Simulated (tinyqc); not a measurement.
Inside a calculation. Model: strain-driven roughening and islands of a mismatched epitaxial film. Computed by tinyqc, a small Python program that keeps every step. Command: `OMP_NUM_THREADS=1 python tinyqc.py 3026957 3026958 out.jsonl island walk`. One thread of a shared host (Intel(R) Xeon(R) Processor @ 2.30GHz), about 0.01 s of CPU time with the checks. Intermediate numbers are printed to about 5 digits and carried at full precision; extremes and crossings named in words are read from the listed rows.

Film and substrate share isotropic elastic constants; the film is coherent and biaxially strained.

Inputs (values chosen for the exercise, modelled on Ge on Si):
```
quantity                                      value       unit
misfit |f|                                   0.0426          -
shear modulus G                                52.3        GPa
Poisson ratio nu                               0.25          -
surface energy gamma                           1.03      J/m^2
contact angle of the shallow shape theta_1       11    degrees
contact angle of the steep shape theta_2       24.6    degrees
facet energy of shape 1 over gamma            1.008          -
facet energy of shape 2 over gamma                1          -
wetting energy gamma_s - gamma                 0.18      J/m^2
decay length of wetting delta                  0.16         nm
surface mobility D_s nu_s Omega^2/(k_B T)   1.3e-32  m^6/(J s)
initial ripple amplitude A0                    0.23         nm
ripple wavelength over the critical one         3.5          -
island volume V                                 140       nm^3
```

Transport: surface diffusion.

Constants: e = 1.602176634e-19 C.

## Elastic energy of the flat film

M = 2 G (1 + nu)/(1 - nu); stress = M f; energy density w = M f^2.

biaxial modulus M = 174.33 GPa

stress = 7.4266 GPa

energy density w = 316.37 MJ/m^3

## Asaro-Tiller-Grinfeld instability

A ripple A cos(k x) has the surface chemical potential per volume [gamma k^2 - 2 (1 + nu) w k] A cos(k x), so k_c = 2 (1 + nu) w/gamma. With surface diffusion the amplitude grows at the rate q = B k^2 [2 (1 + nu) w k - gamma k^2], fastest at k_m = (3/4) k_c. B is the surface mobility.

k_c = 0.76790 1/nm

critical wavelength = 8.1823 nm

fastest wavelength = 10.910 nm

growth time 1/q at k_m = 0.0020365 s

A ripple of A0 needs about 0.0018 s to reach a twentieth of its wavelength.

## A ripple of given wavelength

A ripple A cos(k x) has the surface chemical potential per volume [gamma k^2 - 2 (1 + nu) w k] A cos(k x), so k_c = 2 (1 + nu) w/gamma. With surface diffusion the amplitude grows at the rate q = B k^2 [2 (1 + nu) w k - gamma k^2], fastest at k_m = (3/4) k_c. B is the surface mobility. Stress at the trough = stress x (1 + 2 k A).

k = 0.21940 1/nm

rate q = 77.564 1/s

q over the largest rate = 0.15796

stress concentration at A0 = 1.1009

The ripple grows.

## Wetting layer

The surface energy depends on thickness as gamma + (gamma_s - gamma) exp(-h/delta). Its curvature adds W2 = (gamma_s - gamma) exp(-h/delta)/delta^2 to the restoring terms; the flat film is stable while W2 > (1 + nu)^2 w^2/gamma, which gives h_c = delta ln[(gamma_s - gamma) gamma/(delta^2 (1 + nu)^2 w^2)], or 0 if negative.

wetting-layer thickness h_c = 0.61365 nm

Layer-by-layer growth up to h_c, then roughening: the Stranski-Krastanov mode.

## Island nucleation

Shallow faceted island (Tersoff form): E = 4 Gam V^(2/3) tan^(1/3)(theta) - 6 c V tan(theta), Gam = gamma [x/sin(theta) - 1/tan(theta)], x the facet energy over gamma, c = stress^2 (1 - nu)/(2 pi G). The barrier is the maximum of E, at V_c = [4 Gam/(9 c)]^3 / tan^2(theta) (1 GPa nm = 1 J/m^2).

c = 0.12588 GPa

Gam of shape 1 = 0.14236 J/m^2

critical volume, shape 1 = 3.3609 nm^3

barrier, shape 1 = 1.5398 eV

Gam of shape 2 = 0.22458 J/m^2

critical volume, shape 2 = 2.3782 nm^3

barrier, shape 2 = 2.5664 eV

The shallow shape has the lower barrier. Each barrier is a third of the surface term at V_c and scales as Gam^3/c^2, that is as f^(-4). Caution: a critical island of a few cubic nanometres holds a few hundred atoms at most, and edge energies, left out here, matter.

## Which shape at the volume V

The two energies cross at V_x^(1/3) = 4 [Gam_2 t2^(1/3) - Gam_1 t1^(1/3)]/(6 c (t2 - t1)), t = tan(theta); mu = dE/dV.

E of shape 1 = -72.775 eV

E of shape 2 = -185.65 eV

crossing volume V_x = 6.0453 nm^3

jump of mu at V_x, shape 2 less shape 1 = -66.328 MJ/m^3

At V the steep shape is lower. At V_x the chemical potential drops, so islands that have turned steep grow at the cost of the shallow ones.

## Scaling with the misfit

A ripple A cos(k x) has the surface chemical potential per volume [gamma k^2 - 2 (1 + nu) w k] A cos(k x), so k_c = 2 (1 + nu) w/gamma. With surface diffusion the amplitude grows at the rate q = B k^2 [2 (1 + nu) w k - gamma k^2], fastest at k_m = (3/4) k_c. V_c = [4 Gam/(9 c)]^3/tan^2(theta), barrier = (4/3) Gam V_c^(2/3) tan^(1/3)(theta); the growth time is 1/q at k_m.

Misfit scaled at fixed constants:
```
|f| (%)  fastest wavelength (nm)  growth time (s)  V_c of shape 1 (nm^3)  barrier of shape 1 (eV)
1.065                     174.56       1.3346e+02             1.3766e+04               3.9420e+02
1.491                      89.06       9.0436e+00             1.8283e+03               1.0261e+02
2.130                      43.64       5.2135e-01             2.1510e+02               2.4637e+01
2.982                      22.26       3.5327e-02             2.8567e+01               6.4133e+00
4.260                      10.91       2.0365e-03             3.3609e+00               1.5398e+00
5.964                       5.57       1.3799e-04             4.4636e-01               4.0083e-01
```

Halving the misfit stretches the wavelength 4 times, the barrier 16 times, the volume 64 times and the time 256 times: f^(-2), f^(-4), f^(-6), f^(-8). Over these rows the time spans 6.0 decades: strongly mismatched films tend to roughen first, while dilute alloys have time to stay flat. Rows with wavelengths under 10 nm or volumes under 5 nm^3 are beyond the continuum picture.

Checks made by the program: k_m against a numerical maximum of the rate (relative difference 5e-10).
